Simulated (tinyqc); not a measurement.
Geometry optimisation on the B3LYP (VWN-RPA form)/6-31g surface (energies and gradients from PySCF), for H3-, spin multiplicity 1, step by step. The basis has no diffuse functions, so it cannot describe the extra electron: this is an exercise in the method, not the real anion. Computed by tinyqc, a small Python program that keeps every step (integrals from PySCF). Settings: charge = -1, multiplicity = 1, basis = 6-31g, functional = b3lyp, optimiser = bfgs, first Hessian = 1.0, largest step = 0.1, iteration cap = 30. Command: `OMP_NUM_THREADS=1 python tinyqc.py 21052 21053 out.jsonl` (the two numbers bound the seeds that draw the settings). One thread of a shared host (Intel(R) Xeon(R) Processor @ 2.60GHz), about 10 s of CPU time with the checks.

## Step 1: energy and gradient

positions at the start (bohr):
```
          x         y        z
1H  0.05858  -0.02457  0.01512
2H  0.08504  -0.07748  1.46643
3H  0.01701   1.41729  0.67274
```

Self-consistent energy and analytic gradient at these positions.

energy = -1.3892505 hartree

gradient (hartree/bohr):
```
             x           y           z
1H  -0.0010100   0.0286686   0.0022611
2H  -0.0093522   0.2093295  -0.1007187
3H   0.0103634  -0.2379975   0.0984546
```

## Step 1: move

Quasi-Newton step p = -H^(-1) g (first H = 1 times the unit matrix); steps longer than 0.1 bohr are cut back (factor 0.287 here).

positions after step 1 (bohr):
```
          x         y        z
1H  0.05887  -0.03280  0.01447
2H  0.08772  -0.13758  1.49534
3H  0.01403   1.48562  0.64448
```

## Step 2: energy and gradient

As before.

energy = -1.4221176 hartree

gradient (hartree/bohr):
```
             x           y           z
1H  -0.0005925   0.0123902  -0.0082657
2H  -0.0085189   0.1923261  -0.0882712
3H   0.0091122  -0.2047150   0.0965338
```

## Step 2: move

inverse Hessian in use (bohr^2/hartree):
```
          1         2         3         4         5         6         7         8
1   0.99997   0.00119   0.00079  -0.00005   0.00100  -0.00080   0.00008  -0.00219
2   0.00119   0.95690  -0.02312   0.00451  -0.09738   0.05596  -0.00569   0.14049
3   0.00079  -0.02312   0.99662   0.00679  -0.15169   0.07371  -0.00758   0.17482
4  -0.00005   0.00451   0.00679   1.00165  -0.03799   0.01531  -0.00160   0.03348
5   0.00100  -0.09738  -0.15169  -0.03799   1.87597  -0.35500   0.03699  -0.77857
6  -0.00080   0.05596   0.07371   0.01531  -0.35500   1.13882  -0.01451   0.29903
7   0.00008  -0.00569  -0.00758  -0.00160   0.03699  -0.01451   1.00152  -0.03129
8  -0.00219   0.14049   0.17482   0.03348  -0.77857   0.29903  -0.03129   1.63807
9   0.00001  -0.03284  -0.07032  -0.02210   0.50667  -0.21252   0.02208  -0.47383

          9
1   0.00001
2  -0.03284
3  -0.07032
4  -0.02210
5   0.50667
6  -0.21252
7   0.02208
8  -0.47383
9   1.28284
```

Quasi-Newton step p = -H^(-1) g (the inverse Hessian comes from BFGS updates; coordinates in the order x, y, z of each atom); steps longer than 0.1 bohr are cut back (factor 0.108 here).

positions after step 2 (bohr):
```
          x         y        z
1H  0.05886  -0.02809  0.02384
2H  0.09055  -0.20241  1.52238
3H  0.01122   1.54574  0.60807
```

## Step 3: energy and gradient

As before.

energy = -1.4514513 hartree

gradient (hartree/bohr):
```
             x           y           z
1H  -0.0002639   0.0015442  -0.0122902
2H  -0.0078315   0.1769397  -0.0809601
3H   0.0080959  -0.1784842   0.0932494
```

## Step 3: move

inverse Hessian in use (bohr^2/hartree):
```
          1         2         3         4         5         6         7         8
1   0.99997   0.00073  -0.00006  -0.00030   0.00675  -0.00320   0.00033  -0.00748
2   0.00073   0.98732   0.01558   0.01437  -0.32370   0.15070  -0.01510   0.33639
3  -0.00006   0.01558   1.03011   0.01330  -0.30099   0.13668  -0.01324   0.28541
4  -0.00030   0.01437   0.01330   1.00253  -0.05820   0.02395  -0.00223   0.04383
5   0.00675  -0.32370  -0.30099  -0.05820   2.33883  -0.55293   0.05144  -1.01514
6  -0.00320   0.15070   0.13668   0.02395  -0.55293   1.22341  -0.02075   0.40223
7   0.00033  -0.01510  -0.01324  -0.00223   0.05144  -0.02075   1.00190  -0.03634
8  -0.00748   0.33639   0.28541   0.04383  -1.01514   0.40223  -0.03634   1.67877
9   0.00326  -0.16628  -0.16679  -0.03725   0.85394  -0.36010   0.03399  -0.68766

          9
1   0.00326
2  -0.16628
3  -0.16679
4  -0.03725
5   0.85394
6  -0.36010
7   0.03399
8  -0.68766
9   1.52690
```

Quasi-Newton step p = -H^(-1) g (the inverse Hessian comes from BFGS updates; coordinates in the order x, y, z of each atom); steps longer than 0.1 bohr are cut back (factor 0.091 here).

positions after step 3 (bohr):
```
          x         y        z
1H  0.05860  -0.01493  0.03698
2H  0.09343  -0.26858  1.55019
3H  0.00860   1.59875  0.56712
```

## Convergence

Stop when the largest gradient component is below 3e-5 hartree/bohr. The inverse Hessian follows the BFGS update with s = step, y = change of gradient.

Course of the optimisation:

| step | E (hartree) | largest gradient (hartree/bohr) |
|---|---|---|
| 1 | -1.3892505 | 2.38e-01 |
| 2 | -1.4221176 | 2.05e-01 |
| 3 | -1.4514513 | 1.78e-01 |
| 4 | -1.4777133 | 1.63e-01 |
| 5 | -1.5013284 | 1.49e-01 |
| 6 | -1.5226237 | 1.36e-01 |
| 7 | -1.5418544 | 1.24e-01 |
| 8 | -1.5592241 | 1.12e-01 |
| 9 | -1.5748998 | 1.01e-01 |
| 10 | -1.5890211 | 9.04e-02 |
| 11 | -1.6017060 | 8.05e-02 |
| 12 | -1.6130529 | 7.12e-02 |
| 13 | -1.6231420 | 6.23e-02 |
| 14 | -1.6320358 | 5.39e-02 |
| 15 | -1.6397813 | 4.58e-02 |
| 16 | -1.6464124 | 3.81e-02 |
| 17 | -1.6519537 | 3.08e-02 |
| 18 | -1.6564245 | 2.37e-02 |
| 19 | -1.6598438 | 1.70e-02 |
| 20 | -1.6622337 | 1.07e-02 |
| 21 | -1.6636233 | 5.18e-03 |
| 22 | -1.6640516 | 1.43e-03 |
| 23 | -1.6640554 | 1.48e-03 |
| 24 | -1.6640654 | 1.38e-03 |
| 25 | -1.6640763 | 9.66e-04 |
| 26 | -1.6640840 | 3.95e-04 |
| 27 | -1.6640858 | 3.05e-04 |
| 28 | -1.6640861 | 2.33e-04 |
| 29 | -1.6640864 | 2.75e-04 |
| 30 | -1.6640874 | 3.71e-04 |

Distances after the last move, whose energy is not in the table (angstrom):

| pair | distance |
|---|---|
| 2H-1H | 1.14430 |
| 3H-1H | 1.05880 |
| 3H-2H | 2.20308 |

Not converged within 30 steps: the energy falls at every step, but slowly. Reruns: method bfgs, first Hessian 0.6, largest step 0.3: converged in 23 (E = -1.66429).
